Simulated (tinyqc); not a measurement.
X-ray photoelectron analysis of a thin oxide on a semiconductor: attenuation lengths, thickness, angle series and band offsets: one step, computed by the program tinyqc.

The same element is seen in the oxide and in the substrate, at nearly the same kinetic energy; films are flat and uniform, and the work function is ignored.

Question. Band offsets by core levels. Valence band offset = (E_core - E_v)(substrate) - (E_core - E_v)(oxide) + (core level separation at the interface, oxide less substrate). The separation is made here from the given offset; a uniform field F that raises the binding energy towards the surface shifts the oxide peak by e F <z>, <z> = d/(1 - exp(-x)) - d/x, x = d/(L_o cos theta), being the mean distance from the interface. Conduction band offset = oxide gap - substrate gap - valence band offset.

Inputs (values chosen for the exercise, modelled on SiO2 on silicon):
```
quantity                                       value   unit
oxide gap                                       8.97     eV
substrate gap                                   1.12     eV
oxide thickness d                               0.51     nm
valence band offset used to make the data       4.43     eV
core level less valence band top, substrate     98.7     eV
core level less valence band top, thick oxide  98.05     eV
field in the oxide                              0.35  MV/cm
```

d/(L_o cos theta) = 0.1589361

Give: separation without field; <z>; separation with field; apparent valence band offset; true conduction band offset; apparent conduction band offset.

Answer.

separation without field = 3.78 eV

<z> = 0.2618 nm

separation with field = 3.789 eV

apparent valence band offset = 4.439 eV

true conduction band offset = 3.42 eV

apparent conduction band offset = 3.411 eV

The field biases both offsets by 0.0092 eV, in opposite directions.
